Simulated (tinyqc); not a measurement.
What moves the results: stepped quantum well by finite differences. A value that a table varies takes the place of the one given here.

Finite differences on points z_i at the centres of cells of width h: H_ii = (c/h^2)(1/m_(i-1/2) + 1/m_(i+1/2)) + V_i, H_(i,i+1) = -(c/h^2)/m_(i+1/2), where m_(i+1/2) is the mean of the masses at the two points (the end values are repeated outwards), psi = 0 on the points beyond both ends, c = hbar^2/2m0. The field adds e F (z - z0) with z0 the middle of the structure; 1 kV/cm = 1e-5 eV/angstrom.

Constants: hbar^2/2m0 = 3.80998211 eV angstrom^2.

Inputs chosen for the exercise (near those of a GaAs well in AlGaAs; not measured data): layers = ((39, 0.308, 0.0985), (26, 0, 0.0686), (52, 0.102, 0.0785), (39, 0.308, 0.0985)) (each layer: thickness in angstrom, band edge in eV, mass in m0); hf = 0.8125 angstrom (cell width of the fine grid); Fs = (0, 16.7, 33.3, 50, 66.7, 83.3, 100) kV/cm (fields); F = 0 kV/cm (field along z).

## Stark shift

Fine grid. Perturbation theory: dE1 = e F z_11 - beta (e F)^2 with beta = sum_j z_1j^2/(E_j - E_1) over the 13 next levels at zero field, z from z0.

Levels against field:
```
F (kV/cm)  E1 (eV)  E2 (eV)  dE1 (meV)  second order (meV)  <z - z0> (angstrom)  E2 - E1 (meV)
0           0.1044   0.2198       0.00                0.00                -11.9          115.5
16.7        0.1023   0.2214      -2.07               -2.07                -12.9          119.1
33.3        0.1001   0.2229      -4.29               -4.30                -13.9          122.8
50.0        0.0977   0.2243      -6.68               -6.73                -14.8          126.7
66.7        0.0952   0.2258      -9.21               -9.34                -15.6          130.6
83.3        0.0925   0.2272     -11.87              -12.10                -16.4          134.7
100         0.0897   0.2285     -14.66              -15.07                -17.1          138.8
```

z_11 = -11.85 angstrom
beta = 3211 angstrom^2/eV

The state sits -11.9 angstrom off the middle at zero field, so the shift starts linearly in F. At 100 kV/cm E1 has moved by -14.66 meV, where second order gives -15.07 meV; they differ by 2.7 % there. The electron moves by -5.3 angstrom, against the rise of the potential. E2 - E1 grows with the field; the ends are 115.5 and 138.8 meV.

## Order of mass and momentum

Fine grid. Hermitian kinetic operators m^a p m^b p m^a with 2a + b = -1: H_ii = (c/h^2) m_i^(2a) (m_(i-1/2)^b + m_(i+1/2)^b) + V_i, H_(i,i+1) = -(c/h^2) m_i^a m_(i+1)^a m_(i+1/2)^b; BenDaniel-Duke is a = 0. The halved form has H_ii = 2c/(h^2 m_i) + V_i and H_(i,i+1) = -(c/2h^2)(1/m_i + 1/m_(i+1)). The shifts are measured against BenDaniel-Duke; the last column repeats E1 with cells of hf/4.

Levels (eV):
```
operator                            E1      E2  E1 - E1(BDD) (meV)  E1 at hf/4
BenDaniel-Duke                  0.1044  0.2198                 0.0      0.1044
(1/m) p^2 + p^2 (1/m), halved   0.0906  0.2056               -13.8     -0.1484
m^(-1/2) p^2 m^(-1/2)           0.1155  0.2343                11.1      0.1155
m^(-1/4) p m^(-1/2) p m^(-1/4)  0.1101  0.2268                 5.7      0.1101
one mass, the smallest          0.1115  0.2381                 7.1      0.1115
```

The three forms m^a p m^b p m^a span 11.1 meV in E1, 10 % of E2 - E1; they differ only at the mass steps (largest to smallest mass 1.44), where m^a psi is the continuous quantity. Dropping the mass step altogether moves E1 by +7.1 meV. Refining the grid moves the halved form by -239.0 meV, against at most 0.03 meV for the other three: at an abrupt step it has no limit as the grid is refined.

tinyqc: `OMP_NUM_THREADS=1 python tinyqc.py 1282209 1282210 out.jsonl`; about 0.02 s, one thread, shared Intel(R) Xeon(R) Processor @ 2.30GHz.
